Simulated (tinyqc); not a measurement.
# Resistance of a source-drain extension with a graded tip: what changes with what

y runs along the channel, the gate covers y > 0. The doping is N0 for y < y0 and N0 10^(-(y - y0)/la) beyond, uniform over the depth xj. Sheet conductance s(y) = q mu(N) max(N - Nch, 0) xj + (for y > 0) ma Cox Vo, with mu(N) = u0 + (u1 - u0)/(1 + (N/Nr)^au) and Cox = eps0 eox/tox. Current is taken as one-dimensional; depletion of the tip, spreading and the contact are left out. The metallurgical junction lies at yj, where N = Nch.

Values chosen for this exercise; mobility law close to that of electrons in silicon:
- eox = 3.9 (relative permittivity of the gate insulator (close to silicon dioxide))
- tox = 1.2 nm (insulator thickness)
- N0 = 1.2e20 cm^-3 (active doping of the extension far from the gate)
- la = 5 nm/decade (lateral abruptness)
- y0 = 0.4 nm (position under the gate where the fall begins (gate edge at 0))
- xj = 10 nm (depth of the extension)
- Nch = 8.8e17 cm^-3 (channel doping)
- Ls = 17 nm (spacer length)
- Vo = 0.32 V (gate overdrive)
- ma = 98 cm^2/(V s) (mobility of the gate-induced layer)
- u1 = 1414 cm^2/(V s) (mobility at low doping)
- u0 = 68.5 cm^2/(V s) (mobility at high doping)
- Nr = 9.2e16 cm^-3 (reference doping)
- au = 0.711 (exponent)
- Lg = 90 nm (gate length)

Constants: q = 1.602176634e-19 C, eps0 = 8.8541878128e-14 F/cm where lengths are in cm. Results are converted to the units shown.

Each table varies one quantity; the others keep the values above.

## Abruptness at a fixed junction position

R_spacer = integral of dy/s from -Ls to 0, R_ov from 0 to yj, R_channel = (Lg - 2 yj)/(ma Cox Vo), R_total = 2 R_spacer + 2 R_ov + R_channel. Electrical length L_eff = ma Cox dR_total/d(1/Vo); R_series = R_total - L_eff/(ma Cox Vo). y0 is moved with la so that yj stays at 11.073 nm.

The same in every row: yj (nm) = 11.07; R_channel (ohm um) = 751.9.

Abruptness at a fixed junction position:

| la (nm/decade) | R_spacer (ohm um) | R_ov (ohm um) | R_total (ohm um) | L_eff (nm) | R_series (ohm um) |
|---|---|---|---|---|---|
| 1 | 11.62 | 15.20 | 805.5 | 68.90 | 42.04 |
| 2.3 | 11.62 | 25.68 | 826.5 | 70.16 | 49.03 |
| 3.6 | 11.62 | 36.17 | 847.5 | 71.42 | 56.01 |
| 4.9 | 11.62 | 46.66 | 868.5 | 72.69 | 62.99 |
| 6.1 | 12.19 | 55.85 | 888.0 | 73.84 | 69.75 |
| 7.4 | 15.16 | 63.96 | 910.1 | 75.01 | 78.89 |
| 8.7 | 20.68 | 70.37 | 934.0 | 76.07 | 91.01 |
| 10 | 28.58 | 75.48 | 960.0 | 77.01 | 106.6 |

As la goes from 1 to 10 nm/decade, R_total rises from 806 to 960 ohm um, R_spacer rises from 11.6 to 28.6 ohm um and R_ov rises from 15.2 to 75.5 ohm um. R_total changes on average by 17.2 ohm um for each nm/decade. L_eff exceeds the metallurgical length by 1.05 nm in the first row and 9.16 nm in the last, since the gate also controls the lightly doped tips.

## Effect of the gate overdrive

Same model as above.

The same in every row: yj (nm) = 11.07; R_spacer (ohm um) = 11.62.

Effect of the gate overdrive:

| Vo (V) | R_ov (ohm um) | R_channel (ohm um) | R_total (ohm um) | L_eff (nm) | R_series (ohm um) |
|---|---|---|---|---|---|
| 0.15 | 71.08 | 1604 | 1769 | 70.81 | 95.60 |
| 0.3 | 49.25 | 802.0 | 923.8 | 72.59 | 65.76 |
| 0.45 | 38.75 | 534.7 | 635.4 | 73.89 | 53.16 |
| 0.6 | 32.33 | 401.0 | 488.9 | 74.92 | 46.13 |
| 0.75 | 27.91 | 320.8 | 399.9 | 75.77 | 41.63 |
| 0.9 | 24.65 | 267.3 | 339.9 | 76.49 | 38.51 |
| 1.05 | 22.14 | 229.2 | 296.7 | 77.12 | 36.23 |
| 1.2 | 20.12 | 200.5 | 264.0 | 77.67 | 34.48 |

What does the table show?

As Vo goes from 0.15 to 1.2, R_total falls from 1770 to 264 ohm um, L_eff rises from 70.8 to 77.7 nm and R_series falls from 95.6 to 34.5 ohm um. Both extracted quantities depend on the overdrive at which they are taken.

Numbers from tinyqc (`OMP_NUM_THREADS=1 python tinyqc.py 2282224 2282225 out.jsonl`; about 0.04 s on one thread of a shared Intel Xeon 2.30GHz).
